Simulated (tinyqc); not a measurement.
Comparisons within one model: shallow donor in an anisotropic valley (effective-mass theory). A value that a table varies takes the place of the one given here.

One valley: H = -c [(d2/dx2 + d2/dy2)/mt + (d2/dz2)/ml] - q/(eps r), c = hbar^2/2m0, q = e^2/(4 pi eps0). Trial function exp(-sqrt((x^2 + y^2)/a^2 + z^2/b^2)) with a > b: T = (c/3)(2/(mt a^2) + 1/(ml b^2)), V = -(q/eps) atan(u/b)/u, u = sqrt(a^2 - b^2). The central cell of the impurity is left out.

Constants: hbar^2/2m0 = 3.80998211 eV angstrom^2; e^2/(4 pi eps0) = 14.39964547 eV angstrom; Ry = 13.60569312 eV; a0 (Bohr radius) = 0.5291772105 angstrom.

Values chosen for the exercise (near those of AlAs; shifted at random, so the results belong to these values and not to a real crystal):
- mt = 0.193 m0 (transverse mass)
- eps = 10.3 (dielectric constant)
- xs = (1.3, 1.8, 3, 5.7, 13, 23, 33, 290) (ratios ml/mt)
- ml = 1.088 m0 (longitudinal mass)

## Mass anisotropy

mt and eps fixed, ml varied. Energies in units of Ry*(mt) = Ry mt/eps^2 and lengths in a*(mt) = a0 eps/mt; the last two columns use one mass, 3/(1/ml + 2/mt) or (ml mt^2)^(1/3).

Results:
```
ml/mt   a/a*    b/a  binding  conductivity mass  density-of-states mass
1.30   0.947  0.911    1.089              1.083                   1.091
1.80   0.888  0.811    1.203              1.174                   1.216
3.00   0.809  0.678    1.389              1.286                   1.442
5.70   0.729  0.542    1.629              1.379                   1.786
13.0   0.652  0.407    1.935              1.444                   2.351
23.0   0.610  0.335    2.139              1.468                   2.844
33.0   0.588  0.296    2.262              1.478                   3.208
290    0.502  0.141    2.877              1.497                   6.619
```

The binding grows from 1.09 to 2.88 Ry*(mt); for ml going to infinity the exact problem becomes two-dimensional, with 4 Ry*. The conductivity mass saturates at 1.5 and underbinds, by 15 % at ml/mt = 5.7; the density-of-states mass errs by +10 % there and by +130 % in the last row. With these mt and eps one unit is 24.75 meV.

## What each parameter does

The minimum of the trial energy. Each row changes one parameter from the base and keeps the others.

Results:
```
case           E (meV)  a (angstrom)  b (angstrom)    b/a
base            -40.22         20.63         11.21  0.544
ml = 1.36 m0    -42.29         19.96         10.04  0.503
mt = 0.174 m0   -37.12         22.53         11.82  0.524
eps = 9.3       -49.33         18.62         10.13  0.544
```

The largest shifts from the base row, up to three for each result and ties (the steps differ in size, so this ranks the rows, not the parameters). E (meV): eps -9.11, mt +3.09, ml -2.07. a (angstrom): eps -2.00, mt +1.90, ml -0.66. b (angstrom): ml -1.17, eps -1.09, mt +0.60. b/a: ml -0.041, mt -0.019; unchanged at the printed digits by eps. eps only rescales the solution (E as 1/eps^2, lengths as eps), so b/a depends on ml/mt alone.

Run: tinyqc, `OMP_NUM_THREADS=1 python tinyqc.py 1282574 1282575 out.jsonl`; Intel(R) Xeon(R) Processor @ 2.30GHz, one thread, shared host; about 0.01 s of CPU time with all checks.
